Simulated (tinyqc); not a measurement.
Raising U: Hubbard chain of 5 sites, mean field against exact. Computed by the program tinyqc. Collinear unrestricted mean field (the lowest of 40 random starts) against exact diagonalisation.

one-body matrix (hopping and site energies) (eV):
```
,1,2,3,4,5
1,0.0000,-0.6100,0.0000,0.0000,0.0000
2,-0.6100,0.0000,-0.6100,0.0000,0.0000
3,0.0000,-0.6100,0.0000,-0.6100,0.0000
4,0.0000,0.0000,-0.6100,0.0000,-0.6100
5,0.0000,0.0000,0.0000,-0.6100,0.0000
```

electrons, up and down: 3  1

Exact and mean-field results (eV):
```
U,U/t,E exact,E mean field,mean |n_up - n_down|,"double occupancy, exact",first gap in the sector
0.3000,0.4918,-2.556495,-2.549520,0.4000,0.1054,0.4411
0.6100,1.0000,-2.402169,-2.373307,0.4000,0.0937,0.4259
1.2200,2.0000,-2.149855,-2.037807,0.4000,0.0722,0.3811
1.8300,3.0000,-1.957656,-1.721752,0.4143,0.0545,0.3323
2.4400,4.0000,-1.812684,-1.497322,0.6461,0.0412,0.2885
3.6600,6.0000,-1.617717,-1.280542,0.7428,0.0245,0.2219
7.3200,12.0000,-1.362174,-1.089803,0.7937,0.0078,0.1246
12.2000,20.0000,-1.244148,-1.048547,0.7978,0.0030,0.0771
```

Estimate the missing row, U = 4.88.

Computed row:
```
U          U/t    E exact  E mean field  mean |n_up - n_down|  double occupancy, exact  first gap in the sector
4.8800  8.0000  -1.497630     -1.174879                0.7696                   0.0157                   0.1773
```

In absolute terms mean field is worst at U/t = 6.0, 0.337 eV too high: at small U it is nearly exact, and at large U it still misses the motion of the hole through a fluctuating spin background. Relative to the exact energy its error is 0.3 % at the smallest U, 22 % at most and 16 % at the largest. The double occupancy falls from 0.105 to 0.003.
